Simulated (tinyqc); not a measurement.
# Haynes-Shockley experiment: what a collector records, against the sweep field along the drift

A sheet injected at x = 0, t = 0 gives at x = L the signal n(t) = N0 exp(-t/tau - (L - v t)^2/(4 D t))/sqrt(4 pi D t), D = mu Vt, v = mu F. Its peak lies at tp = [-D + sqrt(D^2 + u^2 L^2)]/u^2, u^2 = v^2 + 4 D/tau; dt is the full width at half height. Simple readings: mobility L/(F tp), diffusion coefficient (L dt/tp)^2/(16 ln 2 tp). Area v times the integral of n over N0: (v/u) exp(L (v - u)/(2 D)).

Parameters, values chosen for the exercise: temperature T = 250 K; minority-carrier mobility mu = 4970 cm^2/(V s); lifetime tau = 3.2e-8 s; distance from injector to collector L = 44 um.

Constants: q = 1.602176634e-19 C, kB = 1.380649e-23 J/K, Vt = kB T/q. Results are converted to the units shown.

Result of one run:
```
F (V/cm),L/v (us),tp (us),dt (us),apparent mobility (cm^2/(V s)),apparent D (cm^2/s),area,exp(-L/(v tau))
32,0.02767,0.01978,0.02421,6953,132.3,0.3733,0.4212
```

What becomes of these results when the sweep field along the drift F is changed from 32 to 11 V/cm, all else the same?

Result of the changed run:
```
F (V/cm),L/v (us),tp (us),dt (us),apparent mobility (cm^2/(V s)),apparent D (cm^2/s),area,exp(-L/(v tau))
11,0.08048,0.02846,0.04424,1.405e4,148.2,0.09478,0.08086
```

The whole series:
```
F (V/cm),L/v (us),tp (us),dt (us),apparent mobility (cm^2/(V s)),apparent D (cm^2/s),area,exp(-L/(v tau))
11,0.08048,0.02846,0.04424,1.405e4,148.2,0.09478,0.08086
19,0.04660,0.02505,0.03569,9244,141.4,0.2046,0.2331
32,0.02767,0.01978,0.02421,6953,132.3,0.3733,0.4212
56,0.01581,0.01347,0.01311,5834,122.9,0.5746,0.6102
98,0.009034,0.008372,0.006253,5363,116.3,0.7365,0.7540
170,0.005208,0.005014,0.002849,5162,112.4,0.8426,0.8498
300,0.002951,0.002895,0.001237,5067,110.1,0.9093,0.9119
520,0.001703,0.001685,5.460e-4,5022,108.8,0.9473,0.9482
```

True values: mu = 4970 cm^2/(V s), D = 107 cm^2/s. The apparent mobility is 2.83 times the true one in the first row and 1.0 % above it in the last, and the apparent D 38 % above and 1.6 % above D. The peak always comes before L/v, since spreading and decay both weigh down the later part of the signal; the shift is 65 % and 1.0 % in these rows.

Numbers from tinyqc (`OMP_NUM_THREADS=1 python tinyqc.py 2310110 2310111 out.jsonl`; about 0.01 s on one thread of a shared Intel Xeon 2.30GHz).
